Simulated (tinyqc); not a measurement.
Inside a calculation. Method: Pariser-Parr-Pople SCF with singles CI, for the molecule Nc1cccnc[cH+]1 (SMILES; centres numbered as the heavy atoms are written). One step of it, computed by the program tinyqc.

Task: Iteration 1: Fock matrix. F_rr = H_rr + P_rr gamma_rr / 2 + sum_(s != r) P_ss gamma_rs; F_rs = H_rs - P_rs gamma_rs / 2; E = tr P (H + F) / 2 + core repulsion sum_(r<s) z_r z_s gamma_rs.

P at the start, order 1N, 2C, 3C, 4C, 5C, 6N, 7C, 8C:
```
[[1.346657, 0.733163, -0.170036, -0.309286, 0.212998, 0.217037, -0.310205, -0.170383],
 [0.733163, 0.971726, 0.466851, 0.047318, -0.105602, -0.105270, 0.047383, 0.465838],
 [-0.170036, 0.466851, 0.936735, 0.755836, 0.067679, -0.322595, -0.114784, 0.236693],
 [-0.309286, 0.047318, 0.755836, 0.957096, 0.544242, 0.058954, -0.127887, -0.113771],
 [0.212998, -0.105602, 0.067679, 0.544242, 0.947384, 0.731982, 0.058980, -0.317261],
 [0.217037, -0.105270, -0.322595, 0.058954, 0.731982, 0.946406, 0.539384, 0.068292],
 [-0.310205, 0.047383, -0.114784, -0.127887, 0.058980, 0.539384, 0.956881, 0.758765],
 [-0.170383, 0.465838, 0.236693, -0.113771, -0.317261, 0.068292, 0.758765, 0.937115]]
```

core matrix H (eV), order 1N, 2C, 3C, 4C, 5C, 6N, 7C, 8C:
```
[[-60.578209, -2.170000, 0.000000, 0.000000, 0.000000, 0.000000, 0.000000, 0.000000],
 [-2.170000, -61.660753, -2.390000, 0.000000, 0.000000, 0.000000, 0.000000, -2.390000],
 [0.000000, -2.390000, -56.084038, -2.390000, 0.000000, 0.000000, 0.000000, 0.000000],
 [0.000000, 0.000000, -2.390000, -52.402153, -2.390000, 0.000000, 0.000000, 0.000000],
 [0.000000, 0.000000, 0.000000, -2.390000, -51.420047, -2.350000, 0.000000, 0.000000],
 [0.000000, 0.000000, 0.000000, 0.000000, -2.350000, -55.404342, -2.350000, 0.000000],
 [0.000000, 0.000000, 0.000000, 0.000000, 0.000000, -2.350000, -52.672988, -2.390000],
 [0.000000, -2.390000, 0.000000, 0.000000, 0.000000, 0.000000, -2.390000, -56.133038]]
```

repulsion gamma_rs (eV), order 1N, 2C, 3C, 4C, 5C, 6N, 7C, 8C:
```
[[18.300000, 8.393062, 5.602646, 3.738598, 3.110751, 3.121909, 3.738598, 5.602646],
 [8.393062, 10.740000, 7.428626, 5.039443, 4.210837, 4.277653, 5.039443, 7.428626],
 [5.602646, 7.428626, 10.740000, 7.427851, 5.041190, 4.278463, 4.211145, 5.041473],
 [3.738598, 5.039443, 7.427851, 10.740000, 7.429436, 5.156394, 4.210688, 4.211145],
 [3.110751, 4.210837, 5.041190, 7.429436, 10.740000, 7.814890, 5.040583, 4.211609],
 [3.121909, 4.277653, 4.278463, 5.156394, 7.814890, 13.300000, 7.816081, 5.157043],
 [3.738598, 5.039443, 4.211145, 4.210688, 5.040583, 7.816081, 10.740000, 7.427851],
 [5.602646, 7.428626, 5.041473, 4.211145, 4.211609, 5.157043, 7.427851, 10.740000]]
```

Centres (angstrom, eV; a flat drawing with bonds scaled to 1.40 angstrom):
```
centre          x          y  core charge z          W   gamma_rr
1N       2.637000   0.000000              2  27.270000  18.300000
2C       1.237000   0.000000              1  11.450000  10.740000
3C       0.629000   1.261000              1  11.450000  10.740000
4C      -0.736000   1.573000              1  11.450000  10.740000
5C      -1.830000   0.700000              1  11.450000  10.740000
6N      -1.830000  -0.700000              1  14.660000  13.300000
7C      -0.736000  -1.573000              1  11.450000  10.740000
8C       0.629000  -1.261000              1  11.450000  10.740000
```

Give: F; pi energy.

Result:

F (eV), order 1N, 2C, 3C, 4C, 5C, 6N, 7C, 8C:
```
[[-16.545, -5.247, 0.476, 0.578, -0.331, -0.339, 0.580, 0.477],
 [-5.247, -13.537, -4.124, -0.119, 0.222, 0.225, -0.119, -4.120],
 [0.476, -4.124, -11.602, -5.197, -0.171, 0.690, 0.242, -0.597],
 [0.578, -0.119, -5.197, -10.479, -4.412, -0.152, 0.269, 0.240],
 [-0.331, 0.222, -0.171, -4.412, -10.053, -5.210, -0.149, 0.668],
 [-0.339, 0.225, 0.690, -0.152, -5.210, -12.091, -4.458, -0.176],
 [0.580, -0.119, 0.242, 0.269, -0.149, -4.458, -10.495, -5.208],
 [0.477, -4.120, -0.597, 0.240, 0.668, -0.176, -5.208, -11.606]]
```

pi energy = -126.111 eV
